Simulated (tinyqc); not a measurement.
What moves the results: strain-driven crossing of the Gamma and L valleys in a germanium-like crystal alloyed with tin. A value that a table varies takes the place of the one given here.

Biaxial loads: e0 is the in-plane strain e_par and the normal is free. (001): e_perp = -2 (C12/C11) e_par; exx = eyy = e_par, ezz = e_perp, no shear. (111): e_perp = -(2 C11 + 4 C12 - 4 C44)/(C11 + 2 C12 + 4 C44) e_par; exx = eyy = ezz = (2 e_par + e_perp)/3 and exy = eyz = ezx = (e_perp - e_par)/3. (110): e_perp = -(C11 + 3 C12 - 2 C44)/(C11 + C12 + 2 C44) e_par; exx = eyy = (e_par + e_perp)/2, ezz = e_par, exy = (e_perp - e_par)/2, eyz = ezx = 0. Uniaxial loads: a stress along n, scaled so that n.e.n = e0, with exx = s11 sxx + s12 (syy + szz), exy = s44 sxy/2, s11 = (C11 + C12)/((C11 - C12)(C11 + 2 C12)), s12 = -C12/((C11 - C12)(C11 + 2 C12)), s44 = 1/C44.

Edges from the unstrained valence top: Gamma at Eg + ac tr(e); an L valley with unit axis u at EgL + aL tr(e) + XuL (u.e.u - tr(e)/3), u along [111], [1-1-1], [-11-1], [-1-11]; valence edges are the levels of the 6 x 6 matrix of X, Y, Z times spin with -Dso/3 + l exx + m (eyy + ezz) on the diagonal (cyclic), n exy off it, l = av + 2 b, m = av - b, n = sqrt(3) d. Spin-orbit term (Dso/3) L.sigma on X, Y, Z with (L_k)_ij = -i epsilon_kij: <X+|H|Y+> = -i Dso/3, <X+|H|Z-> = Dso/3, <Y+|H|Z-> = -i Dso/3, <Z+|H|X-> = -Dso/3, <Z+|H|Y-> = i Dso/3, <X-|H|Y-> = i Dso/3, and their conjugates; + and - are the spin along z.

With tin the unstrained gaps become E(y) = (1 - y) E + y EgS - CS y (1 - y); all other values are kept.
Constants: kB = 8.617333262e-05 eV/K.

Values chosen for the exercise (near those of Ge, gaps at low temperature; the results hold for these values, not for the real material): Eg = 0.886 eV (gap at Gamma to the s-like level); EgL = 0.759 eV (gap to L); Dso = 0.288 eV (spin-orbit splitting); ac = -8.24 eV (conduction deformation potential); av = 1.24 eV (valence hydrostatic potential); b = -2.57 eV (tetragonal shear potential); d = -5.37 eV (trigonal shear potential); aL = -1.46 eV (hydrostatic potential of the L edge, Xd + Xu/3); XuL = 15.59 eV (uniaxial potential, L); y = 0.072 (tin fraction); EgS = (-0.355, 0.097) eV (Gamma and L gaps of the tin end); CS = (2.2, 0.91) eV (bowing of the Gamma and L gaps); C11 = 126.8 GPa; C12 = 48.3 GPa; C44 = 65.7 GPa; load = uniaxial [111] (kind of strain); mG = 0.0401 m0 (mass at Gamma); mL = 0.55 m0 (density-of-states mass of the four L valleys together); T = 77 K (temperature); e0 = 0.0449 (size of the strain).

## Sweep of a uniaxial [111] strain

The valence splitting is the distance of the top two edges. Share in Gamma = mG^(3/2)/(mG^(3/2) + (mL^(3/2)/4) sum_i exp(-(E_Li - E_Gamma)/kT)).

Results:
```
e0 (%)  direct gap (eV)  indirect gap (eV)  Gamma - L (meV)  valence splitting (meV)  share in Gamma (%)
-1.68             0.678              0.399              279                      141            4.21e-18
-0.64             0.665              0.559              106                       49            9.36e-07
0.40              0.609              0.613               -3                       27                4.14
1.44              0.505              0.514              -10                       83                10.1
2.48              0.400              0.416              -16                      117                22.4
3.52              0.296              0.318              -22                      137                42.8
4.56              0.191              0.220              -29                      150                66.0
5.60              0.086              0.121              -35                      158                83.4
```

Gamma drops below the lowest L valley between e0 = -0.64 and 0.40 %. This load splits the L valleys, and the lowest set changes where e0 changes sign, which bends the column Gamma - L. The direct gap goes from 0.678 to 0.086 eV; of that change -0.121 eV comes from the rise of the valence top through the shear terms and the rest from the volume. The share in Gamma goes from 4.21e-18 to 83.4 %. Beyond about 3 % terms of second order in the strain, left out here, matter.

## What each parameter does

Direct gap, Gamma minus the lowest L edge and the valence splitting. Each row changes one parameter from the base and keeps the others.

Results:
```
case              direct gap (eV)  Gamma - L (meV)  valence splitting (meV)
base                       0.1981            -28.1                    149.2
XuL = 17.9285 eV           0.1981             -1.1                    149.2
C12 = 41.055 GPa           0.1853            -41.9                    148.5
e0 = 0.05164               0.1303            -32.2                    155.0
C44 = 55.845 GPa           0.2272              3.1                    150.7
Dso = 0.3312 eV            0.1981            -28.1                    164.2
y = 0.0828                 0.1646            -46.2                    149.2
aL = -1.679 eV             0.1981            -21.4                    149.2
```

The largest shifts from the base row, up to three for each result and ties (the steps differ in size, so this ranks the rows, not the parameters). direct gap (eV): e0 -0.0678, y -0.0335, C44 +0.0291; unchanged at the printed digits by XuL, Dso and aL. Gamma - L (meV): C44 +31.3, XuL +27.0, y -18.0; unchanged at the printed digits by Dso. valence splitting (meV): Dso +14.9, e0 +5.8, C44 +1.5; unchanged at the printed digits by XuL, y and aL.

(tinyqc, `OMP_NUM_THREADS=1 python tinyqc.py 1050676 1050677 out.jsonl`, Intel(R) Xeon(R) Processor @ 2.30GHz, 1 thread, shared host, about 0.01 s.)
